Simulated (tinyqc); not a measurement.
MOS structure on a p-type body with a doping step, non-linear Poisson equation by Newton steps: one step of the calculation.

One dimension, insulator interface at x = 0, acceptor density N1 for x < x1 and Na beyond, net doping C = -(acceptor density). psi is counted from the intrinsic level: n = ni exp((psi - Vb)/Vt), p = ni exp(-psi/Vt); deep in the body psi_b = -Vt ln(Na/ni). The gate acts through Cox = eps0 eox/tox and has the potential psi_G = Vg - (phiM - chi - Vt ln(Nc/ni)). Boltzmann statistics, full ionisation, classical densities, no oxide or interface charge.

Problem. Converged densities and sheet charges. n and p as above; box widths w_i (half boxes at both ends); band bending psi_0 - psi_b; N_inv = sum w n; N_dep = -sum w (p + C); centroid sum w n x/N_inv; gate charge Cox (psi_G - psi_0)/q.

Values chosen for this exercise; band and dielectric values close to those of silicon:

| symbol | value | unit | meaning |
|---|---|---|---|
| T | 400 | K | temperature |
| Eg | 1.14 | eV | band gap |
| Nc | 4.33e19 | cm^-3 | conduction-band density of states at T |
| Nv | 4.05e19 | cm^-3 | valence-band density of states at T |
| chi | 4.07 | eV | electron affinity |
| eox | 3.9 |  | relative permittivity of the gate insulator (close to silicon dioxide) |
| tox | 7.7 | nm | insulator thickness |
| phiM | 4.08 | eV | gate work function |
| Vb | 0 | V | electron quasi-Fermi potential against the body |
| Vg | 1.74 | V | gate voltage against the body |

Constants: q = 1.602176634e-19 C, kB = 1.380649e-23 J/K, Vt = kB T/q, eps0 = 8.8541878128e-14 F/cm where lengths are in cm. Results are converted to the units shown.

| node | x (nm) | converged psi (V) | net doping C (cm^-3) |
|---|---|---|---|
| 0 | 0 | 0.53428201 | -1.3e18 |
| 1 | 0.8 | 0.48062962 | -1.3e18 |
| 2 | 1.89 | 0.41465111 | -1.3e18 |
| 3 | 3.36 | 0.33084272 | -1.3e18 |
| 4 | 5.36 | 0.22407438 | -1.3e18 |
| 5 | 8.08 | 0.09190533 | -1.3e18 |
| 6 | 11.8 | -0.06456353 | -1.3e18 |
| 7 | 16.8 | -0.23066346 | -1.3e18 |
| 8 | 23.6 | -0.37533892 | -1.3e18 |
| 9 | 32.8 | -0.43877900 | -1.3e18 |
| 10 | 45.4 | -0.44647659 | -1.3e18 |
| 11 | 62.4 | -0.40316142 | -2.6e17 |
| 12 | 85.6 | -0.39573481 | -2.6e17 |
| 13 | 117 | -0.39489200 | -2.6e17 |
| 14 | 160 | -0.39483585 | -2.6e17 |
| 15 | 218 | -0.39483371 | -2.6e17 |

ni = 2.7560529e12 cm^-3

Give: n; p; band bending; N_inv; N_dep; centroid of the electrons; gate charge over q.

Solution.

| node | n (cm^-3) | p (cm^-3) |
|---|---|---|
| 0 | 1.486e19 | 5.112e5 |
| 1 | 3.133e18 | 2.424e6 |
| 2 | 4.620e17 | 1.644e7 |
| 3 | 4.062e16 | 1.870e8 |
| 4 | 1.834e15 | 4.141e9 |
| 5 | 3.965e13 | 1.916e11 |
| 6 | 4.235e11 | 1.794e13 |
| 7 | 3.420e9 | 2.221e15 |
| 8 | 5.143e7 | 1.477e17 |
| 9 | 8.164e6 | 9.304e17 |
| 10 | 6.530e6 | 1.163e18 |
| 11 | 2.294e7 | 3.311e17 |
| 12 | 2.846e7 | 2.669e17 |
| 13 | 2.917e7 | 2.604e17 |
| 14 | 2.921e7 | 2.600e17 |
| 15 | 2.921e7 | 2.600e17 |

band bending = 0.9291 V
N_inv = 9.570e11 cm^-2
N_dep = 3.989e12 cm^-2
centroid of the electrons = 0.3916 nm
gate charge over q = 4.946e12 cm^-2

N_inv + N_dep is within 0.01 % of the gate charge.

Program tinyqc, `OMP_NUM_THREADS=1 python tinyqc.py 2080005 2080006 out.jsonl`; Intel Xeon 2.30GHz, shared host, one thread, about 0.4 s.
